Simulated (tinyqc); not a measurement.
What moves the results: quasiparticle equation with a plasmon-pole self-energy for two band edges. A value that a table varies takes the place of the one given here.

For each edge E = e + X + Sc(E), with the correlation part Sc(E) = A[0]/(E - a + w) + A[1]/(E - b - w); a and b are the valence and conduction energies that enter the Green function (a = ev, b = ec in the one-shot scheme). Z = 1/(1 - dSc/dE), dSc/dE = -A[0]/(E - a + w)^2 - A[1]/(E - b - w)^2.

Parameters, chosen for this exercise (scales of the order of those of Si; not measured data): ev = 0 eV (mean-field valence top); ec = 0.62 eV (mean-field conduction edge); w = 16 eV (pole energy); Av = (27.6, 12.2) eV^2 (weights of the valence state on the hole and electron poles); Ac = (15.4, 28.9) eV^2 (the same for the conduction state); Xv = -1.45 eV (exchange minus the mean-field potential, valence); Xc = 1.08 eV (the same, conduction).

## Schemes compared

Z = 1; linearised; exact one-shot; energies updated in G (a, b); updated in G and W, where w grows by half of the opening of the gap (a rule chosen for the exercise).

Results (eV):

| scheme | Ev | Ec | gap | opening |
|---|---|---|---|---|
| mean field | 0.000 | 0.620 | 0.620 | 0.000 |
| Z = 1 | -0.459 | 0.820 | 1.279 | 0.659 |
| linearised | -0.398 | 0.791 | 1.190 | 0.570 |
| one-shot, exact | -0.398 | 0.791 | 1.189 | 0.569 |
| update G | -0.433 | 0.788 | 1.221 | 0.601 |
| update G and W | -0.453 | 0.805 | 1.258 | 0.638 |

What does this show?

The openings run from 0.569 (one-shot, exact) to 0.659 eV (Z = 1). Linearising moves the gap by 1 meV, updating G +32 meV and updating W a further +37 meV: once Z is kept, the level of self-consistency matters more than linearising.

## The starting point

The mean-field gap is opened by d (ev lowered by d/2, ec raised by d/2) and X is changed by the opposite amounts, so that e + X stays; one-shot and G-updated gaps.

Gaps (eV):

| d | start | one-shot | update G |
|---|---|---|---|
| 0.0 | 0.620 | 1.1892 | 1.2214 |
| 0.2 | 0.820 | 1.2005 | 1.2214 |
| 0.4 | 1.020 | 1.2117 | 1.2214 |
| 0.6 | 1.220 | 1.2228 | 1.2214 |
| 0.9 | 1.520 | 1.2392 | 1.2214 |
| 1.2 | 1.820 | 1.2554 | 1.2214 |
| 1.6 | 2.220 | 1.2766 | 1.2214 |

How do the results move?

The one-shot gap moves by a fraction 0.05 of any change of the starting gap, while the updated gap, 1.2214 eV, does not depend on it. The two agree where the start already equals the result, near d = 0.60 eV. A real change of starting point alters the orbitals and the screening too; this model holds both fixed.

## What each parameter does

Exact one-shot edges and Z of the valence state there. Each row changes one parameter from the base and keeps the others.

Results:

| case | Ev (eV) | Ec (eV) | gap (eV) | Z |
|---|---|---|---|---|
| base | -0.3979 | 0.7913 | 1.1892 | 0.8654 |
| w = 16.8 eV | -0.4453 | 0.8313 | 1.2766 | 0.8761 |
| Xv = -1.55 eV | -0.4844 | 0.7913 | 1.2757 | 0.8648 |
| Xc = 1.18 eV | -0.3979 | 0.8768 | 1.2747 | 0.8654 |
| ec = 0.72 eV | -0.3943 | 0.8867 | 1.2810 | 0.8658 |
| Av = (28.98, 12.2) eV^2 | -0.3217 | 0.7913 | 1.1130 | 0.8618 |
| Ac = (15.4, 30.34) eV^2 | -0.3979 | 0.7139 | 1.1118 | 0.8654 |

What does this show?

The largest shifts from the base row, up to three for each result and ties (the steps differ in size, so this ranks the rows, not the parameters). Ev (eV): Xv -0.0865, Av +0.0762, w -0.0474; unchanged at the printed digits by Xc and Ac. Ec (eV): ec +0.0954, Xc +0.0854, Ac -0.0774; unchanged at the printed digits by Xv and Av. gap (eV): ec +0.0917, w +0.0874, Xv +0.0865. Z: w +0.0107, Av -0.0037, Xv -0.0006; unchanged at the printed digits by Xc and Ac.

(tinyqc, `OMP_NUM_THREADS=1 python tinyqc.py 1850575 1850576 out.jsonl`, Intel(R) Xeon(R) Processor @ 2.30GHz, 1 thread, shared host, about 0.02 s.)
